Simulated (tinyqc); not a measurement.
Global model of a low-pressure process discharge: electron temperature, density, ion flux and ion energy: one step, computed by the program tinyqc.

Maxwellian electrons with temperature T_e in eV, one positive ion, no negative ions, uniform bulk density n; rate constants have the Arrhenius form.

Task: Energy per pair and density. E_c = E_iz + (X0 exp(-E_ex/T_e) E_ex + K_el (3 m_0/M) T_e)/K_iz; wall potential V_s = (T_e/2) ln(M/(2 pi m_0)); E_T = E_c + 2 T_e + T_e/2 + V_s; n = P/(e u_B A_eff E_T); ion current density J = e h_L n u_B; ionised share n/n_g.

Inputs (values chosen for the exercise, of the order of those of an inductive discharge in a simple atomic gas): ion mass M = 35.5 u; ionisation energy E_iz = 15.4 eV; excitation prefactor X0 = 3.2e-14 m^3/s; excitation energy E_ex = 10.6 eV; elastic rate constant K_el = 8.1e-14 m^3/s; gas temperature T_g = 600 K; absorbed power P = 160 W.

T_e = 4.824160 eV

K_iz = 1.068046e-15 m^3/s

Bohm velocity u_B = 3620.990 m/s

A_eff = 521.1037 cm^2

h_L = 0.3939289

gas density n_g = 4.225066e+19 1/m^3

Constants: m_0 = 9.1093837015e-31 kg; u = 1.6605390666e-27 kg; e = 1.602176634e-19 C.

Give: collisional loss per pair E_c; wall potential V_s; E_T; plasma density n; ion current density J; ionised share.

Result:

collisional loss per pair E_c = 50.703 eV

wall potential V_s = 22.287 V

E_T = 85.051 eV

plasma density n = 6.2227e+10 1/cm^3

ion current density J = 1.4221 mA/cm^2

ionised share = 0.0014728

Collisions take 60 % of the power and the walls the rest. T_e came from the particle balance alone; the power sets only n.
